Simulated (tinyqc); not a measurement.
Inside a calculation. Method: Hubbard chain of 4 sites. Computed by tinyqc, a small Python program that keeps every step. Settings: hopping = 1.97, U = 2.8, mixing = 1, iteration cap = 70. Command: `OMP_NUM_THREADS=1 python tinyqc.py 21243 21244 out.jsonl` (the two numbers bound the seeds that draw the settings). One thread of a shared host (Intel(R) Xeon(R) Processor @ 2.60GHz), about 0.3 s of CPU time with the checks. Later iterations appear only in the table of the cycle.

## Mean-field iteration 1

one-body matrix (hopping and site energies) (eV), lower triangle:
```
           1          2          3         4
1   0.000000
2  -1.970000   0.000000
3   0.000000  -1.970000   0.000000
4   0.000000   0.000000  -1.970000  0.000000
```

U = 2.800000 eV

electrons, up and down: 2  2

mixing = 1

n(up) at the start (a guess, not normalised): 1 0.550000, 2 0.450000, 3 0.550000, 4 0.450000

n(down) at the start (a guess): 1 0.450000, 2 0.550000, 3 0.450000, 4 0.550000

H(up) = T + U n(down), H(down) = T + U n(up); fill the lowest levels; n(new) = n + mixing (n(out) - n); E = tr T (rho up + rho down) + U sum n_up n_down of the output.

levels, up (eV): -1.790600  0.174450  2.625550  4.590600

levels, down (eV): -1.790600  0.174450  2.625550  4.590600

energy = -6.006220 eV

n(up) after iteration 1: 1 0.547394, 2 0.468338, 3 0.531662, 4 0.452606

n(down) after iteration 1: 1 0.452606, 2 0.531662, 3 0.468338, 4 0.547394

## Mean-field iteration 2

As before.

levels, up (eV): -1.789319  0.176719  2.623281  4.589319

levels, down (eV): -1.789319  0.176719  2.623281  4.589319

energy = -6.007556 eV

n(up) after iteration 2: 1 0.540018, 2 0.474951, 3 0.525049, 4 0.459982

n(down) after iteration 2: 1 0.459982, 2 0.525049, 3 0.474951, 4 0.540018

## Convergence

Each step fills the lowest levels of T + U n(other spin) and sets n(new) = n + mixing (n(out) - n); stop when output and input agree to 1e-8.

Course of the cycle:
```
iteration       E (eV)  largest |n(out) - n(in)|  mean |n_up - n_down|
1          -6.00622031                  1.83e-02              0.079057
2          -6.00755640                  7.38e-03              0.065067
3          -6.00835904                  6.72e-03              0.053934
4          -6.00890472                  5.63e-03              0.044784
5          -6.00927850                  4.67e-03              0.037212
6          -6.00953538                  3.88e-03              0.030934
7          -6.00971233                  3.22e-03              0.025723
8          -6.00983441                  2.68e-03              0.021393
9          -6.00991873                  2.22e-03              0.017795
10         -6.00997700                  1.85e-03              0.014803
11         -6.01001730                  1.54e-03              0.012316
...                ...                       ...                   ...
60         -6.01010783                  1.88e-07              1.51e-06
61         -6.01010783                  1.56e-07              1.25e-06
62         -6.01010783                  1.30e-07              1.04e-06
63         -6.01010783                  1.08e-07              8.67e-07
64         -6.01010783                  9.00e-08              7.22e-07
65         -6.01010783                  7.49e-08              6.01e-07
66         -6.01010783                  6.23e-08              5.00e-07
67         -6.01010783                  5.19e-08              4.16e-07
68         -6.01010783                  4.32e-08              3.46e-07
69         -6.01010783                  3.59e-08              2.88e-07
70         -6.01010783                  2.99e-08              2.39e-07
```

Not converged within 70 iterations: the residual falls steadily but slowly, by a factor of about 0.83 a step. The lowest mean-field energy found from random starts is -6.01011 eV. Reruns (cap 100 unless said): mixing 0.2: not converged; mixing 0.5: not converged; mixing 0.9: converged in 86 (E = -6.01011); the original settings with a cap of 400: converged in 76 (E = -6.01011).

## Exact diagonalisation (36 states)

Lowest levels of the sector, and the double occupancy of the lowest state.

lowest levels (eV): -6.417857  -4.661089  -3.015420  -2.929996  -2.473307  -1.605054

double occupancy per site = 0.178279

## The lowest level by Lanczos steps

From a random start vector (not printed): a_j = <q_j|H|q_j>, b_j = norm of the remainder after orthogonalising; the Ritz value is the lowest eigenvalue of the tridiagonal matrix of a and b so far.

Lanczos:
```
j   a_j (eV)  b_j (eV)  lowest Ritz value (eV)
1   0.136170  5.875882              0.13617027
2   0.807422  3.768061             -5.41366342
3   3.571930  5.197493             -6.14772235
4   5.856945  3.881047             -6.35351540
5   2.692857  4.315863             -6.39414781
6   2.316305  3.823414             -6.40975063
7   2.074584  3.395051             -6.41555616
8   1.629180  3.175391             -6.41729804
9   0.978079  2.477122             -6.41778952
10  3.544751  3.620765             -6.41784826
```
